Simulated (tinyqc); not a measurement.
One mass for the acceptor? Model: shallow acceptor in the spherical model (Baldereschi-Lipari), strong spin-orbit limit. Computed by tinyqc, a small Python program. Command: `OMP_NUM_THREADS=1 python tinyqc.py 3000725 3000726 out.jsonl acceptor walk`. One thread of a shared host (Intel(R) Xeon(R) Processor @ 2.30GHz), about 0.01 s of CPU time with the checks.

The 1S(3/2) state has an s envelope f(r) and a d envelope g(r). In effective units they obey -(f'' + 2f'/r + 2f/r) + mu (g'' + 5g'/r + 3g/r^2) = E f and -(g'' + 2g'/r - 6g/r^2 + 2g/r) + mu (f'' - f'/r) = E g. The cubic term, the split-off band and the central cell are left out.

Inputs (values chosen for the exercise, for a model semiconductor):

| quantity | value | unit |
|---|---|---|
| Luttinger gamma_1 | 5.33 | - |
| Luttinger gamma_2 | 0.471 | - |
| Luttinger gamma_3 | 1.33 | - |
| dielectric constant eps | 16.8 | - |

Constants: Ry = 13.605693123 eV; a_0 = 0.529177210903 angstrom.

Method:
- Ry* = Ry/(gamma_1 eps^2), a* = a_0 eps gamma_1, mu = (6 gamma_3 + 4 gamma_2)/(5 gamma_1), delta = (gamma_3 - gamma_2)/gamma_1; spherical masses 1/(gamma_1 (1 - mu)) (heavy) and 1/(gamma_1 (1 + mu)) (light).
- Basis: f_i = exp(-zeta_i r), g_i = r exp(-zeta_i r), weight r^2 dr, s = zeta_i + zeta_j. S_ff = 2/s^3, H_ff = zeta_i zeta_j S_ff - 2/s^2; S_gg = 24/s^5, H_gg = 8/s^3 + 24 zeta_i zeta_j/s^5 - 12/s^4; H(f_i, g_j) = mu (6 zeta_i^2/s^4 + 2 zeta_i/s^3); S_fg = 0. Each function is normalised by sqrt(S_ii).
- Large basis: zeta_i = 0.08 x 1.55^(i-1), i = 1..20 in each channel; overlap eigenvalues below 1e-11 are dropped.
- Binding energies are -E Ry*; the mass that fits is E(1S) eps^2/Ry.
- Hydrogenic binding Ry m/eps^2; the density-of-states mass is (m_H^(3/2) + m_L^(3/2))^(2/3); errors are against the large basis.

light-hole mass = 0.136934 m_0

heavy-hole mass = 0.297867 m_0

1S(3/2) binding energy = 10.3322 meV

1S binding energy:

| mass | value (m_0) | binding (meV) | error (%) |
|---|---|---|---|
| light hole | 0.13693 | 6.601 | -36.112 |
| 1/gamma_1 | 0.18762 | 9.044 | -12.465 |
| mean of heavy and light | 0.21740 | 10.480 | 1.431 |
| heavy hole | 0.29787 | 14.359 | 38.974 |
| density of states | 0.35693 | 17.206 | 66.528 |

What does the comparison show, and why?

The coupled result, 10.33 meV, lies between the 1/gamma_1 value (no coupling) and the heavy-hole value; the closest single rule here is "mean of heavy and light", off by +1.4 %.
